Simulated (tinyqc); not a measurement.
Inside a calculation. Method: Pariser-Parr-Pople SCF with singles CI, for the molecule C1=Nc2ccccc21 (SMILES; centres numbered as the heavy atoms are written). One step of it, computed by the program tinyqc.

Task: PPP integrals. Ohno: gamma = 14.399645/sqrt(R^2 + a^2), a = 2 x 14.399645/(gamma_rr + gamma_ss); H_rr = -W_r - sum_(s != r) z_s gamma_rs; H_rs = beta for bonds.

Centres (angstrom, eV; a flat drawing with bonds scaled to 1.40 angstrom):
```
centre          x          y  core charge z          W   gamma_rr
1C      -1.959000   0.700000              1  11.160000  11.130000
2N      -1.959000  -0.700000              1  14.100000  12.300000
3C      -0.559000  -0.700000              1  11.160000  11.130000
4C       0.653000  -1.400000              1  11.160000  11.130000
5C       1.866000  -0.700000              1  11.160000  11.130000
6C       1.866000   0.700000              1  11.160000  11.130000
7C       0.653000   1.400000              1  11.160000  11.130000
8C      -0.559000   0.700000              1  11.160000  11.130000
```

Resonance integrals (eV):
```
i  j       beta
1  2  -2.510000
2  3  -2.510000
3  4  -2.390000
4  5  -2.390000
5  6  -2.390000
6  7  -2.390000
7  8  -2.390000
8  1  -2.390000
8  3  -2.390000
```

Give: repulsion gamma_rs; core matrix H.

Result:

repulsion gamma_rs (eV), order 1C, 2N, 3C, 4C, 5C, 6C, 7C, 8C:
```
[[11.1300, 7.7292, 6.0883, 4.0082, 3.3694, 3.5661, 4.8035, 7.5539],
 [7.7292, 12.3000, 7.7292, 4.8477, 3.5841, 3.3845, 4.0338, 6.1790],
 [6.0883, 7.7292, 11.1300, 7.5550, 5.2390, 4.6683, 5.2396, 7.5539],
 [4.0082, 4.8477, 7.5550, 11.1300, 7.5524, 5.2388, 4.6685, 5.2396],
 [3.3694, 3.5841, 5.2390, 7.5524, 11.1300, 7.5539, 5.2388, 4.6683],
 [3.5661, 3.3845, 4.6683, 5.2388, 7.5539, 11.1300, 7.5524, 5.2390],
 [4.8035, 4.0338, 5.2396, 4.6685, 5.2388, 7.5524, 11.1300, 7.5550],
 [7.5539, 6.1790, 7.5539, 5.2396, 4.6683, 5.2390, 7.5550, 11.1300]]
```

core matrix H (eV), order 1C, 2N, 3C, 4C, 5C, 6C, 7C, 8C:
```
[[-48.2786, -2.5100, 0.0000, 0.0000, 0.0000, 0.0000, 0.0000, -2.3900],
 [-2.5100, -51.5874, -2.5100, 0.0000, 0.0000, 0.0000, 0.0000, 0.0000],
 [0.0000, -2.5100, -55.2333, -2.3900, 0.0000, 0.0000, 0.0000, -2.3900],
 [0.0000, 0.0000, -2.3900, -50.2701, -2.3900, 0.0000, 0.0000, 0.0000],
 [0.0000, 0.0000, 0.0000, -2.3900, -48.3659, -2.3900, 0.0000, 0.0000],
 [0.0000, 0.0000, 0.0000, 0.0000, -2.3900, -48.3630, -2.3900, 0.0000],
 [0.0000, 0.0000, 0.0000, 0.0000, 0.0000, -2.3900, -50.2515, -2.3900],
 [-2.3900, 0.0000, -2.3900, 0.0000, 0.0000, 0.0000, -2.3900, -55.1486]]
```
